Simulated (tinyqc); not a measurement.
Worked calculation: inversion-layer mobility, back-scattering and ballistic limit of a field-effect transistor. Computed by tinyqc, a small Python program that keeps every step. Command: `OMP_NUM_THREADS=1 python tinyqc.py 3029882 3029883 out.jsonl mos walk`. One thread of a shared host (Intel(R) Xeon(R) Processor @ 2.30GHz), about 0.01 s of CPU time with the checks. Intermediate numbers are printed to about 7 digits and carried at full precision; extremes and crossings named in words are read from the listed rows.

The charge at the top of the source barrier is fixed by the gate; series resistance and short-channel effects are left out. F_j are Fermi integrals normalised to exp(eta) in the classical limit.

Inputs (values chosen for the exercise, modelled on a germanium p-channel):
```
quantity                                       value        unit
transport mass m                                 0.2         m_0
valley degeneracy g_v                              1           -
weight w of the inversion charge               0.333           -
permittivity eps                                  16           -
phonon mobility at 1 MV/cm and 300 K, mu_ph      280  cm^2/(V s)
roughness mobility at 1 MV/cm, mu_sr             320  cm^2/(V s)
Coulomb mobility at N_inv = 1e12/cm^2, mu_C      640  cm^2/(V s)
electrical oxide thickness t_inv                 1.7          nm
depletion charge N_dep                       1.1e+11      1/cm^2
gate overdrive V_G - V_T                        0.06           V
drain voltage V_D                               0.05           V
channel length L                                  40          nm
exponent a of the critical length               0.57           -
temperature T                                    300           K
```

Statistics at the top of the barrier: non-degenerate.

Constants: eps_0 = 8.8541878128e-12 F/m; e = 1.602176634e-19 C; m_0 = 9.1093837015e-31 kg; k_B = 1.380649e-23 J/K; hbar = 1.054571817e-34 J s; k_B = 8.617333262e-05 eV/K.

## Charge and field

N_inv = 3.9 eps_0 (V_G - V_T)/(e t_inv); effective field E_eff = e (N_dep + w N_inv)/(eps eps_0).

inversion density N_inv = 7.606857e+11 1/cm^2

effective field E_eff = 0.04108819 MV/cm

## Effective mobility

mu_phonon = mu_ph (E_eff/1 MV/cm)^(-0.3) (T/300 K)^(-1.75); mu_rough = mu_sr (E_eff/1 MV/cm)^(-2); mu_Coulomb = mu_C (N_inv/1e12 cm^-2) (T/300 K); Matthiessen's rule adds 1/mu.

phonon part = 729.5296 cm^2/(V s)

roughness part = 189546.5 cm^2/(V s)

Coulomb part = 486.8389 cm^2/(V s)

effective mobility mu = 291.5376 cm^2/(V s)

The Coulomb part is the lowest and holds 60 % of 1/mu.

## Ballistic limit

Non-degenerate: every F_j(eta) is replaced by exp(eta). Ballistic channel: N_2D = g_v m k_B T/(pi hbar^2), U = e V_D/(k_B T); eta_F solves N_inv = (N_2D/2)[F_0(eta_F) + F_0(eta_F - U)]; v_T = sqrt(2 k_B T/(pi m)); I/W = e (N_2D/2) v_T [F_1/2(eta_F) - F_1/2(eta_F - U)]; injection velocity v_T F_1/2(eta_F)/F_0(eta_F).

N_2D = 2.159839e+12 1/cm^2

eta_F = -0.4854384

thermal velocity v_T = 1.203048 1e7 cm/s

injection velocity = 1.203048 1e7 cm/s

ballistic current I/W = 109.5854 microampere/micrometre

Caution: eta_F is above -1, so the non-degenerate formulas understate the injection velocity and the current.

## Back-scattering

Mean free path lambda = (2 k_B T/e)(mu/v_T) F_0(eta_0)/F_-1/2(eta_0), with eta_0 from N_inv = N_2D F_0(eta_0); critical length l = L (1 + U)^(-a), an empirical rule; back-scattering r = l/(l + lambda). Then eta solves N_inv = (N_2D/2)[(1 + r) F_0(eta) + (1 - r) F_0(eta - U)] and I/W = e (N_2D/2) v_T (1 - r)[F_1/2(eta) - F_1/2(eta - U)]. Ballistic ratio: I over the ballistic current. Apparent mobility 1/(1/mu + 1/mu_B), mu_B = mu L/lambda.

eta_0 = -1.043569

mean free path lambda = 12.52956 nm

critical length l = 21.65711 nm

back-scattering coefficient r = 0.6334957

current I/W = 27.25767 microampere/micrometre

ballistic ratio = 0.2487345

apparent low-field mobility = 221.9989 cm^2/(V s)

L/lambda = 3.19; at this drain voltage the first 21.7 nm can return carriers, and the ratio is 25 %.

## Channel length

The last column is the long-channel law e N_inv mu V/L with V = V_D - V_D^2/(2 V_ov) below pinch-off and V_ov/2 above, V_ov = V_G - V_T.

Currents (microampere/micrometre):
```
L (nm)          r       I/W  ballistic ratio  long-channel law
5       0.1776722  79.55131        0.7259297          207.2655
10      0.3017346  62.43871        0.5697721          103.6327
20      0.4635885  43.65648        0.3983785           51.8164
40      0.6334957  27.25767        0.2487345           25.9082
80      0.7756319  15.56456        0.1420313           12.9541
160     0.8736404   8.37719        0.0764444            6.4770
400     0.9453098   3.51196        0.0320477            2.5908
1000    0.9773817   1.43232        0.0130704            1.0363
```

The current scales as L^-0.98 at the long end and as L^-0.35 at the short end, where it reaches 73 % of the ballistic 110. The long-channel law passes the ballistic limit between 5.00 and 10.0 nm and has no meaning below. At 1000 nm the model gives 1.38 times the long-channel law; the rule for l is a fit for short devices and fails wherever the model exceeds that law. Raising mu by 10 % at 20 nm raises I by 5.8 %.

## The mobility curve

The formulas are those given above.

Mobilities (cm^2/(V s)):
```
V_G - V_T (V)  N_inv (1/cm^2)  E_eff (MV/cm)    phonon     roughness   Coulomb     total
0.03             3.803429e+11      0.0267643  829.6430  4.467230e+05    243.42  188.1216
0.06             7.606857e+11      0.0410882  729.5296  1.895465e+05    486.84  291.5376
0.12             1.521371e+12      0.0697360  622.4736  6.580154e+04    973.68  377.5402
0.20             2.535619e+12      0.1079330  546.0240  2.746889e+04   1622.80  402.5689
0.35             4.437333e+12      0.1795525  468.7061  9.925832e+03   2839.89  386.6368
0.50             6.339048e+12      0.2511720  423.8056  5.072330e+03   4056.99  356.7340
0.75             9.508572e+12      0.3705378  377.1449  2.330692e+03   6085.49  308.1775
1.00             1.267810e+13      0.4899036  346.8365  1.333302e+03   8113.98  266.2078
1.50             1.901714e+13      0.7286353  307.8967  6.027395e+02  12170.97  200.4371
```

The lowest part is Coulomb from 0.0300 to 0.0600, phonon from 0.120 to 1.50 V. The total peaks at 403 near E_eff = 0.11 MV/cm: screening lifts it at low density and the field presses it down at high density.

Checks made by the program: long channel and small V_D against the drift formula e N mu V_D/L (relative difference 3e-05).
